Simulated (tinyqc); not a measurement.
Three surfaces against bond counting: Gupta-type many-body potential for a metal. Computed by tinyqc, a small Python program. Command: `OMP_NUM_THREADS=1 python tinyqc.py 3002544 3002545 out.jsonl gupta walk`. One thread of a shared host (Intel(R) Xeon(R) Processor @ 2.30GHz), about 0.01 s of CPU time with the checks.

E_i = sum_j A exp(-p (r_ij/r0 - 1)) - xi rho_i^gamma, with rho_i = sum_j exp(-2 q (r_ij/r0 - 1)); gamma = 1/2 is the tight-binding second-moment form. The crystal is fcc unless stated; d is the neighbour distance and a fixed number of shells is kept.

Inputs (values chosen for the exercise, for a model metal):
```
quantity                  value      unit
repulsion A               0.106        eV
hopping xi                 1.53        eV
decay p                    10.8         -
decay q                    3.09         -
reference distance r0     2.889  angstrom
shells kept                   3         -
embedding exponent gamma   0.45         -
```

Constants: 1 eV/angstrom^3 = 160.2176634 GPa; 1 eV/angstrom^2 = 16.02176634 J/m^2.

Method:
- fcc shells: d sqrt(k), k = 1..5, with 12, 6, 24, 12, 24 atoms; Omega = d^3/sqrt2.
- Equilibrium: dE/dd = 0; B = d^2 E''(d)/(9 Omega).
- Cut the crystal without relaxation; an atom in layer l keeps the neighbours that lie below the surface plane. Excess = E_i + E_c. Surface energy = sum of excesses over the layers, divided by the area per surface atom: (sqrt3/2) d^2 for (111), d^2 for (100), sqrt2 d^2 for (110).
- Bond counting with pair bonds charges E_c/12 for each missing nearest neighbour: 3, 4 and 6 per surface cell.

neighbour distance d = 2.89162 angstrom

cohesive energy E_c = 3.52575 eV

Surfaces:
```
face   missing bonds  excess (eV)  bond counting (eV)    ratio  surface energy (J/m^2)
(111)              3      0.29816              0.8814  0.33826                 0.65969
(100)              4      0.38986              1.1753  0.33173                 0.74703
(110)              6      0.60802              1.7629  0.34490                 0.82382
```

What follows from these numbers?

The order of surface energies is (111) < (100) < (110), with (110)/(111) = 1.249 against 1.225 from counting first-neighbour bonds. The excess is 0.33 to 0.34 of the bond-counting value: atoms with fewer neighbours have stronger bonds. Further shells enter the excess but not the count. Caution: relaxation, left out here, lowers surface energies.
